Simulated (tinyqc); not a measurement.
Inside a calculation. Model: drifting, spreading and decaying minority pulse (Haynes-Shockley), explicit time steps.

tinyqc, about 0.01 s, one thread, Intel Xeon 2.30GHz (shared host): `OMP_NUM_THREADS=1 python tinyqc.py 2310035 2310036 out.jsonl` Printed values are rounded.

Low injection in a uniform field: dn/dt = D d2n/dx2 - v dn/dx - n/tau with D = mu Vt and v = mu F towards +x. Exact solution on an infinite bar for a Gaussian start at x0: n = N0 exp(-t/tau) exp(-(x - x0 - v t)^2/(2 s^2))/sqrt(2 pi s^2), s^2 = s0^2 + 2 D t.

Values chosen for this exercise; mobility that of a made-up semiconductor:
```
symbol   value        unit                             meaning
T          250           K                         temperature
mu         459  cm^2/(V s)           minority-carrier mobility
F           60        V/cm         sweep field along the drift
hx         6.2          um                           mesh step
tau     6.1e-7           s                            lifetime
N0        1e11       cm^-2              injected sheet density
dt      6.7e-9           s                           time step
s0         5.8          um  initial width (standard deviation)
```

Constants: q = 1.602176634e-19 C, kB = 1.380649e-23 J/K, Vt = kB T/q. Results are converted to the units shown.

## Coefficients of the scheme

Exponentially fitted fluxes: d = F hx/Vt, B(d) = d/(exp(d) - 1), k = D dt/hx^2; (L n)_i = a n_(i-1) + b n_i + c n_(i+1) with a = k B(-d), c = k B(d), b = -a - c - dt/tau. Explicit steps keep n positive for dt up to 1/[(D/hx^2)(B(d) + B(-d)) + 1/tau].

D = 9.88839 cm^2/s
v = 27540 cm/s
d = 1.72675
a = 0.361994
b = -0.437363
c = 0.0643847
positivity limit of dt = 1.53191e-8 s

dt is 0.44 times the explicit limit. On this mesh the fitted flux acts like a diffusion coefficient (d/2) coth(d/2) D = 1.24 D for a travelling pulse, before the error of the time steps.

## Initial pulse

Nodes x_i = i hx, i = 1 to 10, n = 0 at nodes 0 and 11; the Gaussian at t = 0 with x0 = 4 hx.

| node | n at t = 0 (1e13 cm^-3) |
|---|---|
| 1 | 0.04021 |
| 2 | 0.69977 |
| 3 | 3.88464 |
| 4 | 6.87832 |
| 5 | 3.88464 |
| 6 | 0.69977 |
| 7 | 0.04021 |
| 8 | 0.00074 |
| 9 | 0.00000 |
| 10 | 0.00000 |

## Step 1: densities after a time step

(L n)_i = a n_(i-1) + b n_i + c n_(i+1), n = 0 beyond the ends. Explicit step: n(new) = n + L n.

| node | n at t = 1 dt (1e13 cm^-3) |
|---|---|
| 1 | 0.06768 |
| 2 | 0.65838 |
| 3 | 2.88181 |
| 4 | 5.52633 |
| 5 | 4.72061 |
| 6 | 1.80252 |
| 7 | 0.27598 |
| 8 | 0.01497 |
| 9 | 0.00027 |
| 10 | 0.00000 |

## Step 2: densities after a time step

As before.

| node | n at t = 2 dt (1e13 cm^-3) |
|---|---|
| 1 | 0.08047 |
| 2 | 0.58047 |
| 3 | 2.21556 |
| 4 | 4.45645 |
| 5 | 4.77254 |
| 6 | 2.74077 |
| 7 | 0.80875 |
| 8 | 0.10834 |
| 9 | 0.00557 |
| 10 | 0.00010 |

## Course in time

The same steps, now on nodes 1 to 60 (n = 0 at nodes 0 and 61), for 24 steps; centre = sum x n/sum n. Deviations are from the exact pulse, as a share of its largest value on the nodes; a run counts as stable if they stay under 100 %.

Course of the iteration:

| step | hx sum n (cm^-2) | centre (um) | most negative n (cm^-3), 0 if none | largest deviation (% of the peak) |
|---|---|---|---|---|
| 1 | 9.88811e10 | 26.6711 | 0 | 0.825 |
| 2 | 9.77680e10 | 28.5447 | 0 | 1.30 |
| 3 | 9.66620e10 | 30.4205 | 0 | 1.18 |
| 4 | 9.55673e10 | 32.2973 | 0 | 1.47 |
| 5 | 9.44863e10 | 34.1743 | 0 | 1.65 |
| 6 | 9.34200e10 | 36.0510 | 0 | 1.46 |
| 7 | 9.23687e10 | 37.9270 | 0 | 1.70 |
| 8 | 9.13323e10 | 39.8022 | 0 | 1.78 |
| 9 | 9.03104e10 | 41.6765 | 0 | 1.71 |
| ... | ... | ... | ... | ... |
| 16 | 8.35240e10 | 54.7750 | 0 | 2.06 |
| 17 | 8.26019e10 | 56.6438 | 0 | 2.02 |
| 18 | 8.16908e10 | 58.5123 | 0 | 2.09 |
| 19 | 8.07903e10 | 60.3804 | 0 | 2.15 |
| 20 | 7.99002e10 | 62.2482 | 0 | 2.12 |
| 21 | 7.90203e10 | 64.1157 | 0 | 2.17 |
| 22 | 7.81505e10 | 65.9830 | 0 | 2.25 |
| 23 | 7.72905e10 | 67.8500 | 0 | 2.29 |
| 24 | 7.64402e10 | 69.7169 | 0 | 2.32 |

The run is stable. After 24 steps the deviation is 2.3 % of the peak. From step 1 to the last the centre has moved at 1.01 v and the content is 0.50 % below N0 exp(-t/tau). On an endless mesh these steps would give a speed of 1.01 v and a content of 0.999 times the exact one, from dt/tau = 0.0110 alone; the rest comes from the absorbing ends.
